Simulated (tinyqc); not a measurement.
Thin film between two gates, subbands and threshold shift from confinement: two steps of the calculation.

Undoped body with a flat potential across it, hard walls, transport along x. One isotropic valley (g = 1, mx = my = mz = me). Non-parabolicity enters the subband edges through E (1 + al E) = gamma, so E = 2 gamma/(1 + sqrt(1 + 4 al gamma)); motion within a subband is taken as parabolic with the band-edge mass. Energies are counted from the bulk band edge.

Parameters, values chosen for the exercise; masses close to those of InAs: temperature T = 400 K; mass at the band edge me = 0.0228 m0; non-parabolicity al = 2.8 1/eV; film thickness (along z) t = 7 nm; widening of the box by penetration into the insulator dl = 0.3 nm.

Constants: q = 1.602176634e-19 C, kB = 1.380649e-23 J/K, hbar = 1.054571817e-34 J s, m0 = 9.1093837015e-31 kg, Vt = kB T/q, hbar^2/(2 m0) = 0.0380998212 eV nm^2. Results are converted to the units shown.

Task 1. Lowest subbands. gamma = C (pi k/(t + dl))^2/mz, C = hbar^2/(2 m0). List the 4 lowest, labelled by quantum numbers, with degeneracy g and N_k: N_k = g sqrt(mx my) m0 kB T/(pi hbar^2).

Find: E_k; g; N_k.

Result 1.

| subband | E_k (eV) | g | N_k (cm^-2) |
|---|---|---|---|
| 1 | 0.19881 | 1 | 3.2830e11 |
| 2 | 0.50991 | 1 | 3.2830e11 |
| 3 | 0.83467 | 1 | 3.2830e11 |
| 4 | 1.1632 | 1 | 3.2830e11 |

Task 2. Threshold shift. Each subband has N_k = g sqrt(mx my) m0 kB T/(pi hbar^2); without degeneracy n = exp(EF/Vt) sum N_k exp(-E_k/Vt). Classical value Nc times t, Nc = sum over valleys of 2 g (m m0 kB T/(2 pi hbar^2))^1.5 with m = (mx my mz)^(1/3). Threshold shift dVT = Vt ln(classical value/sum N_k exp(-E_k/Vt)). Use the subbands listed.

| subband | E_k (eV) | N_k (cm^-2) |
|---|---|---|
| 1 | 0.19881266 | 3.2829549e11 |
| 2 | 0.50991368 | 3.2829549e11 |
| 3 | 0.83467421 | 3.2829549e11 |
| 4 | 1.1632123 | 3.2829549e11 |

Find: shares; sum N_k exp(-E_k/Vt); Nc; classical value; dVT.

Result 2.

shares, subband 1 to 4 (%): [99.988, 0.012, 0.000, 0.000]
sum N_k exp(-E_k/Vt) = 1.0266e9 cm^-2
Nc = 1.3301e17 cm^-3
classical value = 9.3107e10 cm^-2
dVT = 155.37 mV

Range of the model: Non-parabolicity also makes carriers heavier within each subband, which is left out, so densities of states are understated at high energy.

Program tinyqc, `OMP_NUM_THREADS=1 python tinyqc.py 2350096 2350097 out.jsonl`; Intel Xeon 2.30GHz, shared host, one thread, about 0.02 s.
